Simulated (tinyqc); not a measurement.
Bias-temperature instability, empirical power law with universal recovery: one step of the calculation.

Threshold-voltage shift at the end of a stress: dV = A (V/V0)^g exp[-(Ea q/kB)(1/T - 1/T0)] (t/1 s)^n. After a delay tr the permanent share pp stays and the rest falls by r = 1/(1 + B (tr/t)^be). An empirical model: its parameters are fits, not properties.

Task. Shift and lifetime at use conditions. The lifetime solves dV = dc; ten years are 3.15576e8 s.

Values chosen for this exercise:

| symbol | value | unit | meaning |
|---|---|---|---|
| V0 | 1.6 | V | reference stress voltage |
| T0 | 373 | K | reference temperature |
| A | 10 | mV | shift after 1 s at V0 and T0 |
| n | 0.2 |  | time exponent |
| g | 6.5 |  | voltage exponent |
| Ea | 0.11 | eV | apparent activation energy of the shift |
| V | 0.91 | V | use voltage |
| T | 378 | K | use temperature |
| dc | 30 | mV | failure criterion |

Constants: q = 1.602176634e-19 C, kB = 1.380649e-23 J/K. Results are converted to the units shown.

Wanted: voltage factor; temperature factor; shift after ten years; lifetime; largest voltage for ten years.

Result.

voltage factor = 0.025526
temperature factor = 1.0463
shift after ten years = 13.380 mV
lifetime = 566.6 years
largest voltage for ten years = 1.0304 V

The device passes: the shift at ten years is below dc. A lifetime beyond 100 years is a far extrapolation of the power law. In time the voltage exponent is g/n = 32.5 and the activation energy Ea/n = 0.550 eV.

Computed by the program tinyqc: `OMP_NUM_THREADS=1 python tinyqc.py 2070161 2070162 out.jsonl`, one thread of a shared Intel Xeon 2.30GHz, about 0.01 s for the whole run.
